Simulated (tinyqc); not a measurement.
Scan in temperature at fixed frequency: admittance spectroscopy and thermally stimulated current of one trap level in a depletion layer. Computed by tinyqc, a small Python program. Command: `OMP_NUM_THREADS=1 python tinyqc.py 3111086 3111087 out.jsonl admit walk`. One thread of a shared host (Intel(R) Xeon(R) Processor @ 2.30GHz), about 0.01 s of CPU time with the checks.

A Schottky junction on n-type material holds one donor-like electron trap; shallow donors are fully ionised and abrupt depletion edges are assumed.

Inputs (values chosen for the exercise, modelled on n-type GaAs): dielectric constant eps = 12.6; density-of-states mass m = 0.0691 m_0; shallow doping N = 4e+15 1/cm^3; trap density N_t = 3e+14 1/cm^3; trap depth E_t below the band = 0.16 eV; capture cross section sigma = 8.9e-16 cm^2; band bending V_b = 0.79 V; test frequency f = 1000 Hz.

Constants: k_B = 1.380649e-23 J/K; m_0 = 9.1093837015e-31 kg; h = 6.62607015e-34 J s; k_B = 8.617333262e-05 eV/K; eps_0 = 8.8541878128e-12 F/m; e = 1.602176634e-19 C.

Method:
- N_c = 2 (2 pi m k_B T/h^2)^(3/2), v_th = sqrt(3 k_B T/m), emission rate e_n = sigma v_th N_c exp(-E_t/(k_B T)).
- Where the level crosses the Fermi level capture equals emission, so the trap follows the signal with the rate 2 e_n; G/omega peaks at omega = 2 e_n (the correction for large N_t/N is left out).
- Solve 2 e_n(T_p) = 2 pi f.
- With E_c - E_F = k_B T_p ln(N_c/N): lambda = sqrt(2 eps eps_0 (E_t - (E_c - E_F))/(e^2 N)); traps are empty and charged for x < x_t = w - lambda, and V_b = e (N w^2 + N_t x_t^2)/(2 eps eps_0). High frequency: C_hf = eps eps_0/w. Low frequency: C_lf = eps eps_0 (N + N_t)/(N w + N_t x_t).
- With x = omega/(2 e_n): C = C_hf + (C_lf - C_hf)/(1 + x^2), G/omega = (C_lf - C_hf) x/(1 + x^2); C_hf and C_lf are held at their values at T_p.

peak temperature T_p = 133.206 K

C_hf = 21.5629 nF/cm^2

C_lf = 22.1731 nF/cm^2

Admittance:
```
T (K)  omega/(2 e_n)  C (nF/cm^2)  G/omega (nF/cm^2)
117.2         8.6681       21.571            0.06947
122.5         3.9979       21.599            0.14364
126.5         2.3215       21.658            0.22170
130.5         1.3911       21.771            0.28919
133.2         1.0007       21.868            0.30509
135.9         0.7288       21.961            0.29043
139.9         0.4653       22.065            0.23340
145.2         0.2661       22.133            0.15164
151.9         0.1383       22.162            0.08283
```

The peak of G/omega is half the step, 0.305 nF/cm^2. Its full width is near 2 ln(2 + sqrt3) k_B T_p^2/(E_t + 2 k_B T_p) = 22.0 K.

Extremes, crossings and ranges named in words are read from the listed rows.
